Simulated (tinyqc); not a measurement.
Two coupled magnetic layers: synthetic antiferromagnet, spin flop, exchange bias and magnetoresistance: one step, computed by the program tinyqc.

Moments lie in the plane at the angles p1, p2 from the field. Energy per area: E = J1 cos(p1 - p2) + J2 cos^2(p1 - p2) - B M_s (t1 cos p1 + t2 cos p2) + K (t1 sin^2 p1 + t2 sin^2 p2).

Question. Limit of the antiparallel state. With p1 = 0, p2 = 180 degrees and c2 = J1 - 2 J2 the Hessian is [[c2 + t1 (2K + b), -c2], [-c2, c2 + t2 (2K - b)]], b = B M_s; its determinant vanishes at the positive root of t1 t2 b^2 - c2 (t1 - t2) b - [2K c2 (t1 + t2) + 4 K^2 t1 t2] = 0.

Inputs (values chosen for the exercise, for a model stack):
```
quantity                        value    unit
saturation magnetisation M_s     1370    kA/m
thickness t1                      4.9      nm
thickness t2                      3.8      nm
antiferromagnetic coupling J1    0.85  mJ/m^2
biquadratic coupling J2        0.0057  mJ/m^2
in-plane anisotropy K             3.5  kJ/m^3
```

Field direction: along the easy axis.

Give: stability limit B_sf of the antiparallel state.

Answer.

stability limit B_sf of the antiparallel state = 60.68 mT
